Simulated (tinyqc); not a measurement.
Exchange-split free-electron bands and tunnelling magnetoresistance: sweeps and comparisons. A value that a table varies takes the place of the one given here.

Majority and minority bands E = c k^2/m -/+ Dx/2, c = hbar^2/2m0, so k_up = sqrt(m (EF + Dx/2)/c), k_dn = sqrt(m (EF - Dx/2)/c); n_s = k_s^3/(6 pi^2), D_s = m k_s/(4 pi^2 c).

Barrier: kappa = sqrt(mb phi/c), c = hbar^2/2m0. With a = k1/m, b = k2/m, w = kappa/mb, the transmission at normal incidence is T(k1, k2) = 4 a b w^2/[w^2 (a + b)^2 + (w^2 + a^2)(w^2 + b^2) sinh^2(kappa d)]. Parallel: G_P = T(up, up) + T(dn, dn); antiparallel: G_AP = 2 T(up, dn); TMR = (G_P - G_AP)/G_AP. Julliere: TMR = 2 P^2/(1 - P^2). Slonczewski factor: P_eff = P_k (w^2 - a_up a_dn)/(w^2 + a_up a_dn), P_k = (k_up - k_dn)/(k_up + k_dn).

Constants: hbar^2/2m0 = 3.80998211 eV angstrom^2.

Values chosen for the exercise:
```
symbol  value  unit      meaning
EF      4.97   eV        Fermi energy above the mean band bottom
Dx      4.11   eV        exchange splitting
m       1.15   m0        mass in the electrodes
mb      0.8    m0        mass in the barrier
d       12.3   angstrom  barrier thickness
phi     1.44   eV        barrier height above EF
```

## Barrier height

Results:
```
phi (eV)  w (1/angstrom)    P_eff  TMR (%)       G_P
0.20               0.256  -0.1906     7.43    0.0124
0.40               0.362  -0.1676     5.77   0.00266
0.70               0.479  -0.1377     3.86  0.000385
1.0                0.573  -0.1121     2.54  7.37e-05
1.5                0.702  -0.0767     1.18  6.85e-06
2.0                0.810  -0.0483     0.47  8.70e-07
3.0                0.992  -0.0052     0.01  2.53e-08
4.0                1.146   0.0258     0.13  1.22e-09
6.0                1.403   0.0675     0.91  7.11e-12
10                 1.811   0.1128     2.58  1.91e-15
```

What does this show?

P_eff vanishes where w^2 = a_up a_dn, at phi = 3.15 eV, inside the table; the lowest TMR listed is 0.01 % at 3 eV. TMR is 7.4 % at the lowest barrier and 2.6 % at the highest, against 9.8 % for Julliere with P_k; P_eff tends to +P_k for very high barriers and to -P_k for very low ones. G_P falls by 12.8 decades.

## Barrier thickness

Results:
```
d (angstrom)  kappa d       G_P      G_AP  TMR (%)
1               0.550      1.42      1.38     3.34
2               1.100     0.636     0.624     1.89
3               1.650     0.235     0.231     1.46
4               2.200    0.0809    0.0798     1.35
6               3.299   0.00911   0.00899     1.31
8               4.399   0.00101  0.000998     1.31
10              5.499  0.000112  0.000111     1.31
13              7.148  4.14e-06  4.09e-06     1.31
16              8.798  1.53e-07  1.51e-07     1.31
20             10.998  1.88e-09  1.85e-09     1.31
```

What can be read from the table?

For thick barriers each angstrom costs a factor exp(2 kappa) = 3.00 in both conductances, and TMR settles at 1.31 % (the interface factor, which vanishes at (kappa/mb)^2 = k_up k_dn/m^2, reduces it below the value from the polarisation of k alone); it is within 0.1 point of that from d = 4 angstrom on. At 1 angstrom it is 3.34 %, where the barrier is thin and the mismatch of k_up and k_dn starts to rule, as it does fully for d -> 0.

## Exchange splitting

Dx takes the listed multiples of 2 EF.

Results:
```
Dx/(2 EF)    k_up    k_dn     P_k    P_eff  TMR (%)
0.10       1.2846  1.1619  0.0501  -0.0205     0.08
0.20       1.3417  1.0955  0.1010  -0.0408     0.33
0.35       1.4231  0.9875  0.1807  -0.0695     0.97
0.50       1.5001  0.8661  0.2679  -0.0939     1.78
0.65       1.5733  0.7246  0.3693  -0.1078     2.35
0.80       1.6432  0.5477  0.5000  -0.0903     1.64
0.90       1.6883  0.3873  0.6268  -0.0143     0.04
0.97       1.7191  0.2121  0.7803   0.2051     8.79
```

How do the results move?

P_k rises from 0.050 to 0.780, and TMR goes from 0.08 % to 8.8 %, not steadily: its largest value is 8.79 % at 0.97 and its smallest 0.04 % at 0.9; P_eff changes sign along the table. At Dx = 2 EF the minority band is empty (a half metal) and G_AP vanishes.

## What moves the magnetoresistance

All results formed anew. Each row changes one parameter from the base and keeps the others.

Results:
```
case                  P_k    P_eff  TMR (%)       G_P
base               0.2164  -0.0806     1.31  8.94e-06
Dx = 4.316 eV      0.2284  -0.0840     1.42  8.94e-06
EF = 5.467 eV      0.1951  -0.0819     1.35  8.63e-06
phi = 1.872 eV     0.2164  -0.0550     0.61  1.44e-06
mb = 0.64 m0       0.2164  -0.0590     0.70  3.97e-05
d = 14.3 angstrom  0.2164  -0.0806     1.31  9.91e-07
m = 1.38 m0        0.2164  -0.0630     0.80  9.42e-06
```

How do the results move?

The largest shifts from the base row, up to three for each result and ties (the steps differ in size, so this ranks the rows, not the parameters). P_k: EF -0.0213, Dx +0.0120; unchanged at the printed digits by phi, mb, d and m. P_eff: phi +0.0256, mb +0.0216, m +0.0175; unchanged at the printed digits by d. TMR (%): phi -0.70, mb -0.61, m -0.51; unchanged at the printed digits by d. G_P: mb +3.08e-05, d -7.95e-06, phi -7.50e-06; unchanged at the printed digits by Dx.

tinyqc: `OMP_NUM_THREADS=1 python tinyqc.py 1652022 1652023 out.jsonl`; about 0.01 s, one thread, shared Intel(R) Xeon(R) Processor @ 2.30GHz.
